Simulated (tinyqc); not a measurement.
Worked calculation: Pariser-Parr-Pople SCF with singles CI, for the molecule c1c[cH+]ccnc1 (SMILES; centres numbered as the heavy atoms are written). One step of it, computed by the program tinyqc.

Problem. PPP integrals. Ohno: gamma = 14.399645/sqrt(R^2 + a^2), a = 2 x 14.399645/(gamma_rr + gamma_ss); H_rr = -W_r - sum_(s != r) z_s gamma_rs; H_rs = beta for bonds.

Centres (angstrom, eV; a flat drawing with bonds scaled to 1.40 angstrom):
```
centre          x          y  core charge z          W   gamma_rr
1C       1.613000   0.000000              1  11.160000  11.130000
2C       1.006000   1.261000              1  11.160000  11.130000
3C      -0.359000   1.573000              1  11.160000  11.130000
4C      -1.454000   0.700000              1  11.160000  11.130000
5C      -1.454000  -0.700000              1  11.160000  11.130000
6N      -0.359000  -1.573000              1  14.100000  12.300000
7C       1.006000  -1.261000              1  11.160000  11.130000
```

Resonance integrals (eV):
```
i  j       beta
1  2  -2.390000
2  3  -2.390000
3  4  -2.390000
4  5  -2.390000
5  6  -2.510000
6  7  -2.510000
7  1  -2.390000
```

Give: repulsion gamma_rs; core matrix H.

Solution.

repulsion gamma_rs (eV), order 1C, 2C, 3C, 4C, 5C, 6N, 7C:
```
[[11.130, 7.555, 5.079, 4.233, 4.233, 5.132, 7.555],
 [7.555, 11.130, 7.553, 5.078, 4.233, 4.264, 5.080],
 [5.079, 7.553, 11.130, 7.553, 5.079, 4.263, 4.234],
 [4.233, 5.078, 7.553, 11.130, 7.554, 5.131, 4.233],
 [4.233, 4.233, 5.079, 7.554, 11.130, 7.728, 5.078],
 [5.132, 4.264, 4.263, 5.131, 7.728, 12.300, 7.729],
 [7.555, 5.080, 4.234, 4.233, 5.078, 7.729, 11.130]]
```

core matrix H (eV), order 1C, 2C, 3C, 4C, 5C, 6N, 7C:
```
[[-44.948, -2.390, 0.000, 0.000, 0.000, 0.000, -2.390],
 [-2.390, -44.924, -2.390, 0.000, 0.000, 0.000, 0.000],
 [0.000, -2.390, -44.921, -2.390, 0.000, 0.000, 0.000],
 [0.000, 0.000, -2.390, -44.942, -2.390, 0.000, 0.000],
 [0.000, 0.000, 0.000, -2.390, -45.065, -2.510, 0.000],
 [0.000, 0.000, 0.000, 0.000, -2.510, -48.346, -2.510],
 [-2.390, 0.000, 0.000, 0.000, 0.000, -2.510, -45.069]]
```
